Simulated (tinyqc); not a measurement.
Resistance of a source-drain extension with a graded tip: two steps of the calculation.

y runs along the channel, the gate covers y > 0. The doping is N0 for y < y0 and N0 10^(-(y - y0)/la) beyond, uniform over the depth xj. Sheet conductance s(y) = q mu(N) max(N - Nch, 0) xj + (for y > 0) ma Cox Vo, with mu(N) = u0 + (u1 - u0)/(1 + (N/Nr)^au) and Cox = eps0 eox/tox. Current is taken as one-dimensional; depletion of the tip, spreading and the contact are left out. The metallurgical junction lies at yj, where N = Nch.

Inputs (values chosen for the exercise); mobility law close to that of electrons in silicon: relative permittivity of the gate insulator (close to hafnium oxide) eox = 21.9; insulator thickness tox = 11 nm; active doping of the extension far from the gate N0 = 1e20 cm^-3; lateral abruptness la = 2.7 nm/decade; position under the gate where the fall begins (gate edge at 0) y0 = 3.4 nm; depth of the extension xj = 8 nm; channel doping Nch = 2.7e18 cm^-3; gate overdrive Vo = 0.9 V; mobility of the gate-induced layer ma = 100 cm^2/(V s); mobility at low doping u1 = 1414 cm^2/(V s); mobility at high doping u0 = 68.5 cm^2/(V s); reference doping Nr = 9.2e16 cm^-3; exponent au = 0.711; gate length Lg = 40 nm.

Constants: q = 1.602176634e-19 C, eps0 = 8.8541878128e-14 F/cm where lengths are in cm. Results are converted to the units shown.

Problem 1. Sheet resistances and junction position. yj = y0 + la log10(N0/Nch); sheet resistance of the full extension 1/[q mu(N0)(N0 - Nch) xj] and of the gate-induced layer 1/(ma Cox Vo); metallurgical length Lg - 2 yj; ye is where the doped and the gate-induced conductances are equal.

Wanted: yj; sheet resistance of the extension; sheet resistance of the induced layer; metallurgical length; ye; N at ye.

Solution 1.

yj = 7.635 nm
sheet resistance of the extension = 1031 ohm/square
sheet resistance of the induced layer = 6303 ohm/square
metallurgical length = 24.73 nm
ye = 5.658 nm
N at ye = 1.457e19 cm^-3

The gate takes over 1.98 nm before the junction, where N is still 5.40 times the channel doping.

Problem 2. Resistance of the overlapped part. Midpoint rule on 9 equal steps from 0 to yj: R_ov = sum h/s(y), per width.

Wanted: y; N; doped conductance; sheet resistance; R_ov.

Solution 2.

```
point	y (nm)	N (cm^-3)	doped conductance (uS)	sheet resistance (ohm/square)
0	0.42418	1.0000e20	969.91	886.08
1	1.2726	1.0000e20	969.91	886.08
2	2.1209	1.0000e20	969.91	886.08
3	2.9693	1.0000e20	969.91	886.08
4	3.8177	7.0034e19	694.06	1172.7
5	4.6660	3.3970e19	353.99	1950.7
6	5.5144	1.6477e19	178.93	2962.2
7	6.3628	7.9924e18	83.110	4136.3
8	7.2111	3.8768e18	23.601	5486.9
```

R_ov = 16.334 ohm um

Computed by the program tinyqc: `OMP_NUM_THREADS=1 python tinyqc.py 2282183 2282184 out.jsonl`, one thread of a shared Intel Xeon 2.30GHz, about 0.03 s for the whole run.
